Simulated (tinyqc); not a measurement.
Depolarisation shift: optical transitions of a finite quantum well.

Each carrier sees a square well of width L with its own depth V and masses m (inside), mb (outside); c = hbar^2/2m0, k = sqrt(m E/c), kappa = sqrt(mb (V - E)/c), and level n solves k L + 2 atan[(k/m)/(kappa/mb)] = n pi. The envelope is cos(kz) for odd n and sin(kz) for even n inside, joins exp(-kappa (|z| - L/2)) outside, and is normalised to 1. Excitons and band mixing are left out.

Constants: hbar^2/2m0 = 3.80998211 eV angstrom^2; e^2/(4 pi eps0) = 14.39964547 eV angstrom.

Values chosen for the exercise (near those of an InGaAs well in InP; the results hold for these values, not for the real material): L = 106 angstrom (well width); Vc = 0.265 eV (conduction offset); me = 0.0417 m0 (electron, well); meb = 0.0825 m0 (electron, barrier); eps = 11 (background dielectric constant); Nss = (0.09, 0.23, 0.45, 0.9, 1.4, 1.8, 2.7) x 1e12/cm^2 (sheet densities).

The collective line lies at E12 sqrt(1 + a), a = 8 pi q (n1 - n2) S/(eps E12), q = e^2/(4 pi eps0), S = integral over z of (integral up to z of psi_1 psi_2)^2. Zero temperature with the mass me in both subbands: n1 - n2 = Ns until Ns reaches D E12, D = me/(2 pi c), and D E12 beyond. 1e12/cm^2 = 1e-4/angstrom^2; exchange and the static band bending by the charge are left out.

Line position:

| Ns (1e12/cm^2) | n1 - n2 | a | line (meV) | shift (meV) |
|---|---|---|---|---|
| 0.090 | 0.090 | 0.0229 | 112.93 | 1.27 |
| 0.23 | 0.230 | 0.0585 | 114.88 | 3.22 |
| 0.45 | 0.450 | 0.1145 | 117.88 | 6.22 |
| 0.90 | 0.900 | 0.2290 | 123.79 | 12.13 |
| 1.4 | 1.400 | 0.3563 | 130.04 | 18.38 |
| 1.8 | 1.800 | 0.4581 | 134.83 | 23.17 |
| 2.7 | 1.945 | 0.4950 | 136.53 | 24.87 |

S = 8.637 angstrom
E12 = 111.66 meV

The upward shift grows from 1.27 to 24.87 meV, 22.3 % of E12 at most. It stops moving once e2 starts to fill, at Ns = 1.95 e12/cm^2. For small a the shift is a E12/2, linear in Ns; in the last row that rule gives 27.64 meV. S/L = 0.0815, against 5/(9 pi^2) = 0.0563 for hard walls.

Program tinyqc; command `OMP_NUM_THREADS=1 python tinyqc.py 1251824 1251825 out.jsonl`; about 0.06 s on one thread of a shared Intel(R) Xeon(R) Processor @ 2.30GHz.
